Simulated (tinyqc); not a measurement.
# Free and trapped electrons in a MOS channel with a dense trap tail, step by step

tinyqc, about 0.04 s, one thread, Intel Xeon 2.30GHz (shared host): `OMP_NUM_THREADS=1 python tinyqc.py 2222095 2222096 out.jsonl` Printed values are rounded.

p-type body, charge-sheet picture, full ionisation (an idealisation for deep acceptors), Boltzmann statistics for free electrons. e = Ec - EF at the surface. Acceptor-like traps of density D(E) = D0 + De exp(-E/Ew) at depth E below Ec, from 0 to Eu, hold n_t = integral of D(E)/(1 + exp((e - E)/Vt)). psi = Eg - Vt ln(Nv/Na) - e; N_dep = sqrt(2 eps0 eps_r Na (psi - Vt)/q); n_f = sqrt(N_dep^2 + 2 eps0 eps_r Vt Nc exp(-e/Vt)/q) - N_dep; Vg = Vfb + psi + q (N_dep + n_t + n_f)/Cox, Cox = eps0 eox/tox.

Inputs (values chosen for the exercise); band and dielectric values close to those of gallium nitride: temperature T = 300 K; band gap Eg = 3.36 eV; relative permittivity eps_r = 9.61; conduction-band density of states at T Nc = 2.29e18 cm^-3; valence-band density of states at T Nv = 4.66e19 cm^-3; relative permittivity of the insulator eox = 3.9; insulator thickness tox = 51 nm; acceptor density Na = 9.6e15 cm^-3; flat-band voltage without trapped charge Vfb = -2.55 V; constant background density of acceptor-like traps D0 = 9.5e10 cm^-2 eV^-1; density of the tail at the conduction edge De = 3.4e12 cm^-2 eV^-1; decay energy of the tail Ew = 0.13 eV; depth below Ec down to which the traps reach Eu = 0.65 eV; mobility of free electrons mf = 80 cm^2/(V s); Ec - EF at the surface e = 0.031 eV.

Constants: q = 1.602176634e-19 C, kB = 1.380649e-23 J/K, Vt = kB T/q, eps0 = 8.8541878128e-14 F/cm where lengths are in cm. Results are converted to the units shown.

Range of the model: EF lies less than 2 Vt below the band edge, or above it, where degeneracy and confinement, left out, matter.

## Trapped charge

Trapezoid rule on 16 equal steps from 0 to Eu, f = 1/(1 + exp((e - E)/Vt)).

```
point,E (eV),D(E) f (cm^-2 eV^-1)
0,0,8.09545e11
1,0.0406250,1.52888e12
2,0.08125,1.67508e12
3,0.121875,1.38526e12
4,0.1625,1.06255e12
5,0.203125,8.06643e11
6,0.243750,6.16243e11
7,0.284375,4.76443e11
8,0.325,3.74085e11
9,0.365625,2.99185e11
10,0.406250,2.44385e11
11,0.446875,2.04293e11
12,0.4875,1.74960e11
13,0.528125,1.53500e11
14,0.568750,1.37800e11
15,0.609375,1.26313e11
16,0.65,1.17909e11
```

n_t = 3.95255e11 cm^-2

With 1600 steps n_t = 3.978e11 cm^-2; the coarse value is 0.64 % below it.

## Charges and gate voltage

psi, N_dep, n_f and Vg as defined, with the n_t given; free share n_f/(n_f + n_t); apparent mobility mf n_f/(n_f + n_t); gate voltage spent on traps q n_t/Cox.

psi = 3.10958 V
N_dep = 5.60750e11 cm^-2
n_f = 1.49179e11 cm^-2
Vg = 3.17476 V
free share = 27.4008 %
apparent mobility = 21.9206 cm^2/(V s)
gate voltage spent on traps = 0.935285 V
